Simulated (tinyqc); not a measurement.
## Depth and level of a trap from the time ratio

Question. For an oxide trap tc/te = exp(E/Vt) with E = E0 - dpsi - (xt/tox)(Vg - VT - dpsi), dpsi being the rise of the surface potential above its value at threshold. Find xt and E0, and the depth that would be read if dpsi were ignored.

Inputs (values chosen for the exercise):
```
symbol  value  unit              meaning
T         300     K          temperature
tox       1.8    nm  insulator thickness
```

Constants: q = 1.602176634e-19 C, kB = 1.380649e-23 J/K, Vt = kB T/q. Results are converted to the units shown.

Vg - VT (V): 0.09  0.24
tc/te: 2.2479480  0.22080469
dpsi (V): 0.033745768  0.060067113

Answer. E + dpsi is a straight line in the oxide voltage Vg - VT - dpsi with slope -xt/tox and intercept E0. Ignoring dpsi assigns the motion of the bands to the trap and overstates its depth.

xt = 0.4900 nm
E0 = 0.07000 eV
depth read without dpsi = 0.7199 nm

Program tinyqc, `OMP_NUM_THREADS=1 python tinyqc.py 2710156 2710157 out.jsonl`; Intel Xeon 2.30GHz, shared host, one thread, about 0.01 s.
